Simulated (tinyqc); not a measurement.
Pressure series at fixed power: global model of a low-pressure process discharge: electron temperature, density, ion flux and ion energy. Computed by tinyqc, a small Python program. Command: `OMP_NUM_THREADS=1 python tinyqc.py 3110339 3110340 out.jsonl plasma walk`. One thread of a shared host (Intel(R) Xeon(R) Processor @ 2.30GHz), about 0.01 s of CPU time with the checks.

Maxwellian electrons with temperature T_e in eV, one positive ion, no negative ions, uniform bulk density n; rate constants have the Arrhenius form.

Inputs (values chosen for the exercise, of the order of those of an inductive discharge in a simple atomic gas):

| quantity | value | unit |
|---|---|---|
| ion mass M | 32 | u |
| ionisation prefactor K0 | 2.2e-14 | m^3/s |
| ionisation energy E_iz | 14.1 | eV |
| excitation prefactor X0 | 3.9e-14 | m^3/s |
| excitation energy E_ex | 8.01 | eV |
| elastic rate constant K_el | 6.3e-14 | m^3/s |
| ion-neutral cross section | 1e-18 | m^2 |
| gas temperature T_g | 500 | K |
| radius R | 22 | cm |
| height L | 15 | cm |
| absorbed power P | 1500 | W |

Constants: k_B = 1.380649e-23 J/K; e = 1.602176634e-19 C; u = 1.6605390666e-27 kg; m_0 = 9.1093837015e-31 kg.

Method:
- n_g = p/(k_B T_g), lambda_i = 1/(n_g sigma), K_iz = K0 exp(-E_iz/T_e), h_L = 0.86/sqrt(3 + L/(2 lambda_i)), h_R = 0.8/sqrt(4 + R/lambda_i), A_eff = 2 pi R^2 h_L + 2 pi R L h_R and d_eff = pi R^2 L/A_eff follow p.
- Particle balance: K0 exp(-E_iz/T_e) n_g d_eff = u_B, u_B = sqrt(e T_e/M).
- E_c = E_iz + (X0 exp(-E_ex/T_e) E_ex + K_el (3 m_0/M) T_e)/K_iz; E_T = E_c + (5/2) T_e + (T_e/2) ln(M/(2 pi m_0)); n = P/(e u_B A_eff E_T); J = e h_L n u_B. Pressures without a root below 2 E_iz are left out.

Against pressure:

| p (Pa) | T_e (eV) | E_c (eV) | E_T (eV) | n (1/cm^3) | J (mA/cm^2) |
|---|---|---|---|---|---|
| 0.1 | 6.5758 | 50.0 | 96.4 | 1.1400e+11 | 3.4600 |
| 0.2 | 4.4455 | 70.0 | 101.4 | 1.5146e+11 | 3.3592 |
| 0.5 | 3.1085 | 114.9 | 136.8 | 1.7567e+11 | 2.5520 |
| 1.0 | 2.5198 | 173.4 | 191.2 | 1.8140e+11 | 1.8502 |
| 2.0 | 2.1126 | 268.0 | 282.9 | 1.8023e+11 | 1.2604 |
| 5.0 | 1.7377 | 487.3 | 499.6 | 1.7227e+11 | 0.7176 |
| 10.0 | 1.5317 | 773.2 | 784.1 | 1.6349e+11 | 0.4582 |
| 20.0 | 1.3695 | 1232.0 | 1241.7 | 1.5351e+11 | 0.2896 |

What follows from these numbers?

T_e falls from 6.58 to 1.37 eV, n changes by a factor 1.3 and J by 0.08; in J = P h_L/(A_eff E_T), E_T changes by a factor 12.88.

Extremes, crossings and ranges named in words are read from the listed rows.
